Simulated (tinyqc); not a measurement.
Current of a Schottky diode by thermionic-emission-diffusion theory, and its read-back from I-V-T and C-V data: one step, computed by the program tinyqc. Command: `OMP_NUM_THREADS=1 python tinyqc.py 3017237 3017238 out.jsonl schottky walk`. One thread of a shared host (Intel(R) Xeon(R) Processor @ 2.30GHz), about 0.01 s of CPU time with the checks.

Full ionisation, no tunnelling, no recombination current. V is the voltage across the junction itself, forward positive.

Task: Barrier at the given bias. N_c(T) = N_c (T/300 K)^(3/2); V_bi = phi_0 - (k_B T/e) ln(N_c(T)/N); surface field F = sqrt(2 e N (V_bi - V - k_B T/e)/(eps eps_0)); image lowering d_phi = sqrt(e F/(4 pi eps eps_0)); effective barrier phi = phi_0 - d_phi - sigma^2 (1 - rho V)/(2 k_B T).

Inputs (values chosen for the exercise, modelled on n-type silicon): Richardson constant A* = 109 A/(cm^2 K^2); effective density of states at 300 K, N_c = 2.9e+19 1/cm^3; permittivity eps = 11.7; mobility mu = 1400 cm^2/(V s); barrier without image force phi_0 (mean) = 0.662 eV; doping N = 2.9e+16 1/cm^3; junction voltage V = 0.2 V; temperature T = 300 K; standard deviation sigma = 84 meV; relative change of sigma^2 with bias, rho = 0.66 1/V.

Barrier: Gaussian spread of heights.

Constants: k_B = 8.617333262e-05 eV/K; e = 1.602176634e-19 C; eps_0 = 8.8541878128e-12 F/m.

Give: built-in voltage V_bi; surface field F; image lowering; effective barrier phi.

Result:

built-in voltage V_bi = 0.48342 V

surface field F = 48.067 kV/cm

image lowering = 24.322 meV

effective barrier phi = 0.51922 eV

Caution: the current comes from the far low tail of the Gaussian, where pinch-off of small patches makes the formula unreliable.
